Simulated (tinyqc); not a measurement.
## Off-state leakage of single and stacked transistors: subthreshold current against the height of the stack

n-channel devices of unit width. Subthreshold current I(Vg, Vs, Vd) = I0 (T/300 K)^0.5 exp[(Vg - Vs - VT(T) - gb (Vs - Vb) + dd (Vd - Vs))/(nf Vt)] (1 - exp(-(Vd - Vs)/Vt)), VT(T) = VT - cT (T - 300 K). Gate-edge tunnelling Ig (Vd/1 V) exp(ag (Vd - 1 V)), for a gate at 0 V, and band-to-band leakage Ab u exp(-Bb/u), u = Vd - Vb + 1 V, flow at a drain held at V; both are taken as independent of T. In a stack of off transistors (all gates at 0 V) the same subthreshold current passes through each.

All n gates at 0 V, bottom source at 0 V, top drain at V; node voltages follow from equal currents.

Values chosen for this exercise; values of the order met in bulk silicon logic transistors:
```
symbol,value,unit,meaning
T,398,K,temperature
V,0.8,V,supply voltage
VT,0.45,V,"threshold at 300 K, zero drain and body bias"
cT,0.8,mV/K,fall of the threshold with temperature
I0,0.24,uA/um,current at threshold at 300 K
nf,1.2,,slope factor
dd,0.08,,drain-induced lowering per volt
gb,0.1,,rise of the threshold per volt of source-body bias
Vb,0,V,body voltage
```

Constants: q = 1.602176634e-19 C, kB = 1.380649e-23 J/K, Vt = kB T/q. Results are converted to the units shown.

Result of one run:

| n | I (nA/um) | reduction factor | drain voltage of the bottom device (mV) | source voltage of the top device (mV) | voltage across the top device (V) |
|---|---|---|---|---|---|
| 2 | 0.030141 | 5.2066 | 57.547 | 57.547 | 0.74245 |

What becomes of these results when the number of transistors in series n is changed from 2 to 1, all else the same?

Result of the changed run:

| n | I (nA/um) | reduction factor | drain voltage of the bottom device (mV) | source voltage of the top device (mV) | voltage across the top device (V) |
|---|---|---|---|---|---|
| 1 | 0.15693 | 1.0000 | 800.00 | 0 | 0.80000 |

The whole series:

| n | I (nA/um) | reduction factor | drain voltage of the bottom device (mV) | source voltage of the top device (mV) | voltage across the top device (V) |
|---|---|---|---|---|---|
| 1 | 0.15693 | 1.0000 | 800.00 | 0 | 0.80000 |
| 2 | 0.030141 | 5.2066 | 57.547 | 57.547 | 0.74245 |
| 3 | 0.016486 | 9.5187 | 22.195 | 78.590 | 0.72141 |
| 4 | 0.011335 | 13.845 | 13.884 | 91.658 | 0.70834 |
| 5 | 0.0086334 | 18.177 | 10.116 | 101.15 | 0.69885 |
| 6 | 0.0069711 | 22.511 | 7.9598 | 108.61 | 0.69139 |

The second transistor cuts the current by a factor of 5.21, the third by a further 1.83 and the sixth by 1.24. The top device keeps 86.4 % of the supply at n = 6, while the drain voltage of the bottom one falls to 0.232 Vt.

tinyqc, about 0.03 s, one thread, Intel Xeon 2.30GHz (shared host): `OMP_NUM_THREADS=1 python tinyqc.py 2242046 2242047 out.jsonl`
